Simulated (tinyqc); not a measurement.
Surface photovoltage measurement of the minority-carrier diffusion length in a wafer: one step, computed by the program tinyqc.

Low injection, steady light, a depletion layer much thinner than 1/alpha and L. The excess density dn is taken at the front edge of the neutral region; light that reaches the back is lost.

Problem. One wavelength. alpha = (84.732/lambda - 76.417)^2 per cm with lambda in micrometre (an empirical fit for silicon between 0.7 and 1.05 micrometre). Thick wafer: dn = Phi L/((S_f + D/L)(L + 1/alpha)). Finite wafer, with s = S_b L/D, w = W/L, a = alpha L: dn = [Phi a/(a^2 - 1)] [a - B - exp(-alpha W)(a - s)/(cosh w + s sinh w)]/(S_f + B D/L), B = (sinh w + s cosh w)/(cosh w + s sinh w). Photovoltage V = (k_B T/e) ln(1 + dn/n_0). Lifetime = L^2/D.

Inputs (values chosen for the exercise, modelled on p-type silicon at room temperature):
```
quantity                                             value        unit
diffusion length L                                     290  micrometre
wafer thickness W                                      775  micrometre
diffusivity D                                         33.8      cm^2/s
front recombination velocity S_f                     21000        cm/s
back recombination velocity S_b                        380        cm/s
photon flux entering                               3.7e+13  1/(cm^2 s)
minority density at the surface barrier scale n_0  1.7e+10      1/cm^3
temperature T                                          298           K
wavelength                                             811          nm
```

Constants: k_B = 8.617333262e-05 eV/K.

Give: alpha; penetration depth 1/alpha; dn, thick wafer; B; dn, finite wafer; photovoltage V; lifetime.

Solution.

alpha = 787.4 1/cm

penetration depth 1/alpha = 12.70 micrometre

dn, thick wafer = 1.599e+09 1/cm^3

B = 0.9952

dn, finite wafer = 1.600e+09 1/cm^3

photovoltage V = 2.310 mV

lifetime = 24.88 microsecond
